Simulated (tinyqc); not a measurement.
Interface traps from C-V curves, high-low and Terman methods: one step of the calculation.

MOS capacitor on an n-type substrate; psi is the band bending, negative in depletion; only majority carriers are counted. At the bending psi the Fermi level lies y = xi - psi below the conduction edge at the surface, xi = Vt ln(Nc/Nd). Dit(y) = D0 + D1 exp(-y/E1); traps fill up to the Fermi level, follow the bias and a slow signal, and do not follow a fast one. V is the gate voltage from flat band.

Question. High-low extraction. q Dit = (1/C_LF - 1/Cox)^(-1) - (1/C_HF - 1/Cox)^(-1) at each point.

Constants: q = 1.602176634e-19 C. Results are converted to the units shown.

```
point  C_HF (nF/cm^2)  C_LF (nF/cm^2)
0           128.25280       130.75560
1           133.82035       136.24874
2           140.29964       142.64680
3           147.98955       150.25250
4           157.35457       159.54380
5           169.17073       171.33509
6           184.87557       187.15901
7           207.59480       210.33277
8           246.24936       249.90798
9           332.33522       335.71235
```

Cox = 486.35680 nF/cm^2

Give: Dit by high-low.

Answer.

Dit by high-low, point 0 to 9 (cm^-2 eV^-1): [2.902e10, 2.905e10, 2.913e10, 2.938e10, 3.006e10, 3.198e10, 3.737e10, 5.253e10, 9.514e10, 2.149e11]

Program tinyqc, `OMP_NUM_THREADS=1 python tinyqc.py 2030038 2030039 out.jsonl`; Intel Xeon 2.30GHz, shared host, one thread, about 0.01 s.
